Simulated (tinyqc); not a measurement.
What each parameter does: zigzag graphene nanoribbon in tight binding.

A zigzag ribbon of N chains, sites A1, B1, A2, ..., BN across it. For each k it is a chain with bonds -2t cos(k/2) (A_n to B_n) and -t (B_n to A_(n+1)), and +D, -D on A and B. A1 and BN are the edge sites; the Dirac points project to k = 2 pi/3.

Inputs chosen for the exercise (near those used for graphene; the results hold for these values, not for the real material):
- t = 2.82 eV (hopping)
- N = 6 (zigzag chains)
- D = 0 eV (sublattice potential, +D on A and -D on B)
- k = 2.76 (k times the period sqrt3 acc)

The two lowest positive levels at k and the weight on the two edge sites per state of the middle pair.

One parameter was then changed.

Results before and after:
```
case,lowest (eV),next (eV),edge weight
base,0.0072,2.0064,0.8562
changed,0.0075,2.1067,0.8562
```

Which of these changes was made? (a) t = 2.961 eV; (b) D = 0.1 eV; (c) k = 2.66; (d) N = 7.
Answer: (a) t = 2.961 eV. Of the candidates, run in turn, only this one gives the changed row.

All candidates:
```
case,lowest (eV),next (eV),edge weight
base,0.0072,2.0064,0.8562
t = 2.961 eV,0.0075,2.1067,0.8562
N = 7,0.0027,1.9397,0.8562
D = 0.1 eV,0.1003,2.0089,0.8562
k = 2.66,0.0257,1.8628,0.7733
```

Computed by tinyqc, a small Python program: `OMP_NUM_THREADS=1 python tinyqc.py 1482681 1482682 out.jsonl` (the numbers bound the seed that draws the inputs); one thread of a shared host (Intel(R) Xeon(R) Processor @ 2.30GHz), about 0.01 s for the whole set of steps.
